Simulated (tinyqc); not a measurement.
Carrier statistics of a doped semiconductor with parabolic bands: one step. The neutral state. Four cases, with inputs chosen for the exercise.

Question. Solve the neutrality condition for EF to convergence.

Energies are counted from Ev, so Ec = Eg. n = Nc F_1/2((EF - Eg)/kT), p = Nv F_1/2(-EF/kT), ND+ = ND/(1 + 2 exp((EF - Eg + ED)/kT)), NA- = NA/(1 + 4 exp((EA - EF)/kT)); neutrality asks p + ND+ = n + NA-. F_j(eta) = (1/Gamma(j + 1)) integral_0^infinity x^j dx/(1 + exp(x - eta)), which tends to exp(eta) for eta << 0.

Case 1.

Values chosen (near those of Si; not measured data):
- ND = 2.7e+16 1/cm^3 (donors)
- NA = 5.2e+16 1/cm^3 (acceptors)
- ED = 0.0427 eV (donor level below Ec)
- EA = 0.0475 eV (acceptor level above Ev)

Eg = 1.0587900 eV
kT = 0.04308667 eV
Nc = 5.885326e+19 1/cm^3
Nv = 2.538252e+19 1/cm^3

Case 2.

Values chosen (near those of Si; not measured data):
- ND = 8.2e+14 1/cm^3 (donors)
- NA = 3e+12 1/cm^3 (acceptors)
- ED = 0.0437 eV (donor level below Ec)
- EA = 0.0455 eV (acceptor level above Ev)

Eg = 1.1398598 eV
kT = 0.01723467 eV
Nc = 1.404960e+19 1/cm^3
Nv = 6.090397e+18 1/cm^3

Case 3.

Values chosen (near those of Si; not measured data):
- ND = 1.8e+18 1/cm^3 (donors)
- NA = 2.3e+12 1/cm^3 (acceptors)
- ED = 0.0451 eV (donor level below Ec)
- EA = 0.0451 eV (acceptor level above Ev)

Eg = 1.1276645 eV
kT = 0.02585200 eV
Nc = 2.764347e+19 1/cm^3
Nv = 1.126658e+19 1/cm^3

Case 4.

Values chosen (near those of GaP; not measured data):
- ND = 8.6e+14 1/cm^3 (donors)
- NA = 1.5e+12 1/cm^3 (acceptors)
- ED = 0.0902 eV (donor level below Ec)
- EA = 0.0555 eV (acceptor level above Ev)

Eg = 2.3443902 eV
kT = 0.00663535 eV
Nc = 3.497406e+18 1/cm^3
Nv = 2.472691e+18 1/cm^3

Give: EF; n; p; ND+; NA-.

Answer.

Case 1.

EF = 0.2993 eV
n = 1.30e+12 1/cm^3
p = 2.44e+16 1/cm^3
ND+ = 2.70e+16 1/cm^3
NA- = 5.14e+16 1/cm^3

The material is p-type; 98.9 % of the acceptors are ionised. EF lies 6.95 kT inside the gap from the valence edge, so Boltzmann statistics would serve; n p/(Nc Nv exp(-Eg/kT)) = 1.000.

Case 2.

EF = 0.9718 eV
n = 8.16e+14 1/cm^3
p = 1.98e-06 1/cm^3
ND+ = 8.19e+14 1/cm^3
NA- = 3.00e+12 1/cm^3

The material is n-type; 99.9 % of the donors are ionised. EF lies 9.75 kT inside the gap from the conduction edge, so Boltzmann statistics would serve; n p/(Nc Nv exp(-Eg/kT)) = 1.000.

Case 3.

EF = 1.0469 eV
n = 1.20e+18 1/cm^3
p = 29.1 1/cm^3
ND+ = 1.20e+18 1/cm^3
NA- = 2.30e+12 1/cm^3

The material is n-type; 66.5 % of the donors are ionised. EF lies 3.12 kT inside the gap from the conduction edge, so Boltzmann statistics would serve; n p/(Nc Nv exp(-Eg/kT)) = 0.985.

Case 4.

EF = 2.2691 eV
n = 4.15e+13 1/cm^3
p = 7.50e-131 1/cm^3
ND+ = 4.30e+13 1/cm^3
NA- = 1.50e+12 1/cm^3

The material is n-type; 5.0 % of the donors are ionised. EF lies 11.34 kT inside the gap from the conduction edge, so Boltzmann statistics would serve; n p/(Nc Nv exp(-Eg/kT)) = 1.000.

Computed by tinyqc, one run a case: `OMP_NUM_THREADS=1 python tinyqc.py N N+1 out.jsonl` with N = 1651725, 1651768, 1651773, 1651941; one thread of a shared Intel(R) Xeon(R) Processor @ 2.30GHz, about 0.01 s a run at most.
